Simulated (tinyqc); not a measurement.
# Hexagonal on-chip spiral inductor, lumped pi model: quality factor against frequency

Outer diameter do = di + 2 n wd + 2 (n - 1) sp, mean da = (do + di)/2, fill p = (do - di)/(do + di), length l = 3.464 n da. L = 2.33 mu0 n^2 da/(1 + 3.82 p), mu0 = 4 pi 1e-7 H/m. Rs = rho l/(wd delta (1 - exp(-th/delta))), delta = sqrt(rho/(pi f mu0)). Cs = n wd^2 eps0 eo/hu across the coil. At each end Cox = l wd eps0 eo/(2 ho) leads to the substrate branch Rsi = 2 rs he/(l wd) in parallel with Csi = l wd eps0 11.7/(2 he). With one end grounded Y = 1/(Rs + i w L) + i w Cs + 1/[1/(i w Cox) + 1/(1/Rsi + i w Csi)], w = 2 pi f; Q = -Im Y/Re Y. Eddy currents in neighbouring turns and in the substrate are left out.

Apparent inductance Im(1/Y)/w; share of the loss Re(substrate branch)/Re Y.

Values chosen for this exercise; values of the order met in silicon radio-frequency processes: number of turns n = 1.5; line width wd = 8 um; space between turns sp = 1.5 um; inner diameter di = 40 um; metal thickness th = 3 um; metal resistivity rho = 2.2 uohm cm; oxide below the coil ho = 3.3 um; oxide between coil and underpass hu = 1.2 um; relative permittivity of the oxide eo = 4.1; substrate resistivity rs = 100 ohm cm; effective spreading depth in the substrate he = 50 um.

Constants: eps0 = 8.8541878128e-12 F/m. Results are converted to the units shown.

Quality factor against frequency:

| f (GHz) | Rs (ohm) | w L/Rs | Q | apparent inductance (nH) | loss in the substrate (%) |
|---|---|---|---|---|---|
| 2.8 | 0.6066 | 5.240 | 5.237 | 0.1807 | 0.02660 |
| 4.6 | 0.7328 | 7.126 | 7.117 | 0.1808 | 0.05872 |
| 7.6 | 0.9075 | 9.507 | 9.476 | 0.1810 | 0.1285 |
| 12 | 1.120 | 12.17 | 12.07 | 0.1816 | 0.2583 |
| 20 | 1.433 | 15.85 | 15.54 | 0.1832 | 0.5577 |
| 33 | 1.835 | 20.41 | 19.41 | 0.1877 | 1.176 |
| 54 | 2.347 | 26.13 | 22.93 | 0.2007 | 2.430 |
| 89 | 3.012 | 33.54 | 23.19 | 0.2481 | 5.004 |
| 140 | 3.778 | 42.07 | 12.44 | 0.5504 | 9.411 |

Q goes from 5.24 through a maximum of 23.2 (at f = 89 GHz among the rows listed) to 12.4; the exact peak is 23.9 at 72.7 GHz and Q reaches zero at the self-resonance, 171 GHz. The share of the substrate rises from 0.0266 to 9.41 %, and the apparent inductance ends at 3.05 times L. At the peak the substrate takes 3.74 % of the loss. For f = 89, 140 the coil is longer than 0.15 of a wavelength in the oxide, where one lumped section is rough.

Program tinyqc, `OMP_NUM_THREADS=1 python tinyqc.py 2302128 2302129 out.jsonl`; Intel Xeon 2.30GHz, shared host, one thread, about 0.01 s.
